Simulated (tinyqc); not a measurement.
Front-illuminated p-i-n photodiode, quantum efficiency and bandwidth: one step of the calculation.

Light enters through a p layer (0 to xp), a depleted layer (xp to xp + wi) and a thick n substrate, decaying as exp(-al x); one pass, no back reflection. Carriers made in the depleted layer are all collected; those in the neutral layers diffuse.

Task. Quantum efficiency. k = al Ln, s = S Ln/Dn, e = exp(-al xp); front layer f1 = (k/(k^2 - 1)) {[s + k - e (s cosh(xp/Ln) + sinh(xp/Ln))]/[s sinh(xp/Ln) + cosh(xp/Ln)] - k e}; depleted layer f2 = e (1 - exp(-al wi)); substrate f3 = e exp(-al wi) al Lp/(1 + al Lp); external efficiency (1 - Rf)(f1 + f2 + f3); responsivity = efficiency q lam/(h c).

Inputs (values chosen for the exercise); values close to those of silicon at this wavelength:
```
symbol  value    unit                                         meaning
lam       850      nm                                      wavelength
al        513    1/cm                          absorption coefficient
Rf       0.05                           reflectance of the front face
xp      0.072      um                  thickness of the front p layer
wi        7.5      um                 thickness of the depleted layer
Dn          5  cm^2/s   electron diffusion coefficient in the p layer
Ln        9.7      um        electron diffusion length in the p layer
S       70000    cm/s     recombination velocity of the front surface
Lp        6.8      um  hole diffusion length in the thick n substrate
```

Constants: q = 1.602176634e-19 C, h = 6.62607015e-34 J s, c = 299792458 m/s. Results are converted to the units shown.

Give: s; f1; f2; f3; external efficiency; responsivity.

Result.

s = 13.58
f1 = 0.003518
f2 = 0.3182
f3 = 0.1754
external efficiency = 0.4722
responsivity = 0.3238 A/W

The front layer absorbs 0.369 % of the light that enters and collects 95.4 % of that. Diffusion from the neutral layers makes up 36.0 % of the current.

Computed by the program tinyqc: `OMP_NUM_THREADS=1 python tinyqc.py 2250036 2250037 out.jsonl`, one thread of a shared Intel Xeon 2.30GHz, about 0.01 s for the whole run.
